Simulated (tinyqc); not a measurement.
Deep level with several charge states, and Shockley-Read-Hall recombination: one step. The neutral state. Four cases, with inputs chosen for the exercise.

Task: Solve for EF.

Energies from Ev. The defect has charge states +1, 0, -1 with weights 1, gm exp((EF - E1)/kT), exp((2 EF - E1 - E2)/kT); the shares are the weights over their sum. Boltzmann carriers: n = Nc exp((EF - Eg)/kT), p = Nv exp(-EF/kT). Neutrality: p - n + Nd + Nt <q> = 0.

Constants: kB = 8.617333262e-05 eV/K.

Case 1.

Values chosen (gap and densities of states near those of InP at this temperature; the results hold for these values, not for the real material):
- Eg = 1.346 eV (gap)
- Nc = 6.94e+17 1/cm^3 (conduction-band density of states)
- Nv = 1.59e+19 1/cm^3 (valence-band density of states)
- T = 350 K
- E1 = 1.058 eV (level (+1/0) above Ev)
- E2 = 0.97 eV (level (0/-1) above Ev)
- gm = 1 (degeneracy of the middle state, the others 1)
- Nt = 5e+15 1/cm^3 (defects)
- Nd = -2.1e+15 1/cm^3 (ionised shallow donors minus acceptors)

Case 2.

Values chosen (gap and densities of states near those of GaN at this temperature; the results hold for these values, not for the real material):
- Eg = 3.421 eV (gap)
- Nc = 3.77e+18 1/cm^3 (conduction-band density of states)
- Nv = 6.74e+19 1/cm^3 (valence-band density of states)
- T = 400 K
- E1 = 0.971 eV (level (+1/0) above Ev)
- E2 = 2.84 eV (level (0/-1) above Ev)
- gm = 2 (degeneracy of the middle state, the others 1)
- Nt = 2.3e+16 1/cm^3 (defects)
- Nd = -9.4e+16 1/cm^3 (ionised shallow donors minus acceptors)

Case 3.

Values chosen (gap and densities of states near those of InP at this temperature; the results hold for these values, not for the real material):
- Eg = 1.348 eV (gap)
- Nc = 6.05e+17 1/cm^3 (conduction-band density of states)
- Nv = 1.15e+19 1/cm^3 (valence-band density of states)
- T = 300 K
- E1 = 0.638 eV (level (+1/0) above Ev)
- E2 = 1.01 eV (level (0/-1) above Ev)
- gm = 2 (degeneracy of the middle state, the others 1)
- Nt = 3.7e+13 1/cm^3 (defects)
- Nd = 1.1e+13 1/cm^3 (ionised shallow donors minus acceptors)

Case 4.

Values chosen (gap and densities of states near those of Si at this temperature; the results hold for these values, not for the real material):
- Eg = 1.119 eV (gap)
- Nc = 2.68e+19 1/cm^3 (conduction-band density of states)
- Nv = 1.16e+19 1/cm^3 (valence-band density of states)
- T = 300 K
- E1 = 0.506 eV (level (+1/0) above Ev)
- E2 = 0.907 eV (level (0/-1) above Ev)
- gm = 1 (degeneracy of the middle state, the others 1)
- Nt = 3.1e+14 1/cm^3 (defects)
- Nd = -1.4e+14 1/cm^3 (ionised shallow donors minus acceptors)

Give: EF; shares at EF; n; p.

Result:

Case 1.

EF = 0.9988 eV

shares at EF: +1 0.664, 0 0.093, -1 0.243

n = 6.95e+12 1/cm^3
p = 6.59e+04 1/cm^3

Without the defects the majority density would be 2.10e+15 1/cm^3; with them the density of these carriers is 6.59e+04, below that of the other kind: the type has inverted, so the defects more than cancel the doping. Most defects are in the state +1. The level order is inverted (negative U), so the middle state is never the most common.

Case 2.

EF = 0.2363 eV

shares at EF: +1 1.000, 0 0.000, -1 0.000

n = 2.83e-22 1/cm^3
p = 7.10e+16 1/cm^3

Without the defects the majority density would be 9.40e+16 1/cm^3; with them the density of these carriers is 7.10e+16, so they compensate part of the doping. Most defects are in the state +1.

Case 3.

EF = 1.0024 eV

shares at EF: +1 0.000, 0 0.728, -1 0.272

n = 9.47e+11 1/cm^3
p = 166 1/cm^3

Without the defects the majority density would be 1.10e+13 1/cm^3; with them the density of these carriers is 9.47e+11, so they compensate part of the doping. Most defects are in the state 0.

Case 4.

EF = 0.5110 eV

shares at EF: +1 0.452, 0 0.548, -1 0.000

n = 1.64e+09 1/cm^3
p = 3.02e+10 1/cm^3

Without the defects the majority density would be 1.40e+14 1/cm^3; with them the density of these carriers is 3.02e+10, so the defects have removed nearly all of those carriers. Most defects are in the state 0.

Computed by tinyqc, one run a case: `OMP_NUM_THREADS=1 python tinyqc.py N N+1 out.jsonl` with N = 1651971, 1652056, 1680452, 1680676; one thread of a shared Intel(R) Xeon(R) Processor @ 2.30GHz, about 0.01 s a run at most.
